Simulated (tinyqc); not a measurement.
Input admittance of a MOSFET at zero drain bias: distributed channel and distributed gate: input impedance against frequency.

Source and drain grounded, strong inversion, w = 2 pi f, Cox = eps0 eox/tox. The channel is an RC line of resistance 1/(mu Cox Vo) per square fed from both ends, so one finger has the intrinsic admittance y = i w Cox L tanh(g)/g per width, g = (1/2) sqrt(i w tau), tau = L^2/(mu Vo). The vertical resistance rv/L is in series with y, the overlaps 2 i w Cov in parallel: y_t = 1/(1/y + rv/L) + 2 i w Cov. The gate strip is a line of Rsh/L per length loaded by y_t, so a finger has Y = y_t Wf tanh(k)/k, k = (Wf/sd) sqrt(y_t Rsh/L); the device has Nf Y.

Low-frequency limits, with c = Cox L and ct = c + 2 Cov: R_strip = Rsh Wf/(3 sd^2 L Nf), R_ch = (c/ct)^2 L/(12 mu Cox Vo Wf Nf), R_vert = (c/ct)^2 rv/(L Wf Nf), C = ct Wf Nf. Z = 1/(Nf Y) = R + 1/(i w C), Q = |Im Z|/R, far-point signal |1/cosh k|.

Values chosen for this exercise; values of the order met in silicon radio-frequency transistors: relative permittivity of the gate insulator (close to silicon nitride) eox = 7.6; insulator thickness tox = 7 nm; channel length L = 0.29 um; finger width Wf = 9 um; number of fingers Nf = 4; channel mobility mu = 300 cm^2/(V s); gate overdrive Vo = 0.42 V; sheet resistance of the gate Rsh = 6.6 ohm/square; vertical resistivity of the gate stack rv = 0 ohm um^2; number of ends at which a finger is contacted sd = 2; overlap and fringe capacitance on each side Cov = 0.32 fF/um.

Constants: eps0 = 8.8541878128e-14 F/cm where lengths are in cm. Results are converted to the units shown.

The same in every row: low-frequency R (ohm) = 7.933.

Result of one run:
```
w tau	|k|	R (ohm)	C (fF)	Q	signal at the far point
12.58	1.420	7.061	89.33	0.8411	0.5780
```

Which frequency f gave this result: 0.6, 2, 4, 9 or 300 GHz?

f = 300 GHz.

The whole series:
```
f (GHz)	w tau	|k|	R (ohm)	C (fF)	Q	signal at the far point
0.3	0.01258	0.05457	7.933	123.4	541.9	1.000
0.6	0.02516	0.07717	7.933	123.4	271.0	1.000
2	0.08388	0.1409	7.933	123.4	81.29	0.9999
4	0.1678	0.1992	7.933	123.4	40.65	0.9996
9	0.3774	0.2988	7.932	123.3	18.08	0.9982
20	0.8388	0.4449	7.926	123.1	8.156	0.9912
50	2.097	0.6977	7.889	121.6	3.318	0.9499
100	4.194	0.9612	7.774	116.8	1.752	0.8455
300	12.58	1.420	7.061	89.33	0.8411	0.5780
```

R falls from 7.93 to 7.06 ohm and C falls from 123 to 89.3 fF. Q goes as f^(-1.00) between the first two rows and f^(-0.67) between the last two, where w tau = 12.6 and |k| = 1.42. The low-frequency limits hold both R and C within 5 % up to f = 50 GHz among the rows.

tinyqc, about 0.01 s, one thread, Intel Xeon 2.30GHz (shared host): `OMP_NUM_THREADS=1 python tinyqc.py 2262166 2262167 out.jsonl`
